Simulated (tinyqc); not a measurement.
What each parameter does: band edges of strained Si(1-x)Ge(x) on relaxed Si(1-y)Ge(y).

Values are linear in the Ge fraction but for ED(x) = linear - CD x (1 - x) and a(x) = linear - Ca x (1 - x). Energies are on the common scale of Ev.

Coherent growth on a (110) face: e_par = (a(y) - a(x))/a(x), e_perp = -(C11 + 3 C12 - 2 C44)/(C11 + C12 + 2 C44) e_par; exx = eyy = (e_par + e_perp)/2, ezz = e_par, exy = (e_perp - e_par)/2, eyz = ezx = 0.

A valley with unit axis u lies at Ev + gap + (av + a_valley) tr(e) + Xu (u.e.u - tr(e)/3); the Delta axes are x, y, z and the L axes [111], [1-1-1], [-11-1], [-1-11]. The second-order shift of the Delta valleys under shear is left out; it lowers the pair normal to the sheared plane by tens of meV at a shear of 1 %.

Valence edges: Ev plus the levels of the 6 x 6 matrix of X, Y, Z times spin with -Dso/3 + l exx + m (eyy + ezz) on the diagonal (cyclic), n exy off it, l = av + 2 b, m = av - b, n = sqrt(3) d. Spin-orbit term (Dso/3) L.sigma on X, Y, Z with (L_k)_ij = -i epsilon_kij: <X+|H|Y+> = -i Dso/3, <X+|H|Z-> = Dso/3, <Y+|H|Z-> = -i Dso/3, <Z+|H|X-> = -Dso/3, <Z+|H|Y-> = i Dso/3, <X-|H|Y-> = i Dso/3, and their conjugates; + and - are the spin along z.

Parameters, chosen for this exercise (end members near Si and Ge, in this order; not measured data): a = (5.432, 5.651) angstrom (lattice constant); Dso = (0.044, 0.292) eV (spin-orbit splitting); av = (2.44, 1.25) eV (valence hydrostatic potential); b = (-2.13, -2.53) eV (tetragonal shear potential); d = (-4.73, -5.28) eV (trigonal shear potential); C11 = (164.6, 129.7) GPa; C12 = (63.8, 47.7) GPa; C44 = (79.9, 67.4) GPa; Ev = (0, 0.68) eV (top of the unstrained valence band); ED = (1.155, 0.927) eV (gap to the Delta valleys); EL = (2.044, 0.749) eV (gap to the L valleys); aD = (1.6, 1.42) eV (hydrostatic potential of the Delta gap); aL = (-3.35, -2.82) eV (hydrostatic potential of the L gap); XuD = (9.24, 9.41) eV (uniaxial potential, Delta); XuL = (15.91, 15.71) eV (uniaxial potential, L); CD = 0.18 eV (bowing of the Delta gap); Ca = 0.026 angstrom (bowing of the lattice constant); face = 110 (growth face); x = 1 (Ge fraction of the layer); y = 0.61 (Ge fraction of the relaxed buffer).

dEc = Ec(buffer) - Ec(layer), dEv = Ev(layer) - Ev(buffer); buffer edges Ev(y) and Ev(y) + min(ED, EL).

Results for these values:

| case | gap (eV) | valence splitting (meV) | dEc (eV) | dEv (eV) |
|---|---|---|---|---|
| base | 0.6290 | 101.8 | 0.0416 | 0.3025 |

What happens to each result for XuD = (10.626, 10.821) eV, all else kept?

Answer: gap does not change at the printed digits; valence splitting does not change at the printed digits; dEc does not change at the printed digits; dEv does not change at the printed digits.

The same for each parameter in turn:

| case | gap (eV) | valence splitting (meV) | dEc (eV) | dEv (eV) |
|---|---|---|---|---|
| base | 0.6290 | 101.8 | 0.0416 | 0.3025 |
| x = 0.97 | 0.6775 | 95.4 | 0.0174 | 0.2782 |
| y = 0.64 | 0.6379 | 96.6 | 0.0504 | 0.2793 |
| CD = 0.23 eV | 0.6290 | 101.8 | 0.0298 | 0.3025 |
| XuD = (10.626, 10.821) eV | 0.6290 | 101.8 | 0.0416 | 0.3025 |
| d = (-5.44, -6.072) eV | 0.6195 | 111.8 | 0.0416 | 0.3120 |
| Ev = (0, 0.782) eV | 0.6290 | 101.8 | 0.0019 | 0.3423 |
| aL = (-3.852, -3.243) eV | 0.6397 | 101.8 | 0.0310 | 0.3025 |
| av = (2.806, 1.438) eV | 0.6290 | 101.8 | 0.0464 | 0.2977 |

The lowest valleys of the layer are L2, so among the conduction-band potentials only those of that family reach the gap and dEc; the buffer is unstrained. A shift large enough to swap the lowest family would change that.

tinyqc: `OMP_NUM_THREADS=1 python tinyqc.py 1080543 1080544 out.jsonl`; about 0.01 s, one thread, shared Intel(R) Xeon(R) Processor @ 2.30GHz.
